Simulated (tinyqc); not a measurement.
## CMOS inverter, nodal equation and switching: effect of the slope factor

An n-channel pull-down (bn, VTn) and a p-channel pull-up (bp, VTp) share the input Vin and the output node Vout, which carries the load C. Transistor (EKV form, voltages against the body): I = 2 n b Vt^2 [F(vp - Vs) - F(vp - Vd)] from drain to source, F(v) = ln^2(1 + exp(v/(2 Vt))), vp = (Vg - VT + sg |Vd - Vs|)/n. n-channel bodies are at 0; for the p-channel device all voltages are counted down from Vdd. b in uA/V^2 gives I in uA. Static: In = Ip. Transient: C dVout/dt = Ip - In. No velocity saturation, no gate capacitance beyond C.

VM solves In = Ip with Vin = Vout; VIL and VIH are the inputs of gain -1, NML = VIL - Vout(VIH), NMH = Vout(VIL) - VIH. For a step input the delay to Vdd/2 is tHL = C times the integral of dV/(In - Ip) from Vdd/2 to Vdd at Vin = Vdd, and tLH likewise with Ip - In from 0 to Vdd/2 at Vin = 0.

Parameters, values chosen for the exercise:
```
symbol,value,unit,meaning
T,273,K,temperature
Vdd,1,V,supply voltage
sg,0.086,,drain-induced barrier lowering
VTn,0.39,V,n-channel threshold
VTp,0.44,V,p-channel threshold (magnitude)
bn,360,uA/V^2,gain factor of the pull-down transistor
bp,180,uA/V^2,gain factor of the pull-up transistor
C,0.29,fF,load capacitance
```

Constants: q = 1.602176634e-19 C, kB = 1.380649e-23 J/K, Vt = kB T/q. Results are converted to the units shown.

Effect of the slope factor:
```
n,VM (V),gain at VM,NML (V),NMH (V),tHL (ps),tLH (ps)
1,0.4548,-11.63,0.3373,0.4450,1.786,4.150
1.1,0.4542,-11.63,0.3391,0.4460,1.955,4.554
1.2,0.4535,-11.63,0.3402,0.4469,2.129,4.965
1.3,0.4528,-11.63,0.3409,0.4478,2.305,5.377
1.4,0.4521,-11.63,0.3412,0.4487,2.482,5.790
1.5,0.4513,-11.63,0.3412,0.4496,2.659,6.204
1.6,0.4505,-11.63,0.3409,0.4504,2.836,6.617
```

As n goes from 1 to 1.6, VM falls from 0.455 to 0.451 V, the size of the gain stays near 11.6, tHL rises from 1.79 to 2.84 ps and tLH rises from 4.15 to 6.62 ps. The smaller margin is largest, 0.341 V, at n = 1.4 among the rows. In every row the overdrive passes 0.5 V, where velocity saturation, left out here, would lengthen the delays of short devices.

tinyqc, about 0.04 s, one thread, Intel Xeon 2.30GHz (shared host): `OMP_NUM_THREADS=1 python tinyqc.py 2340141 2340142 out.jsonl`
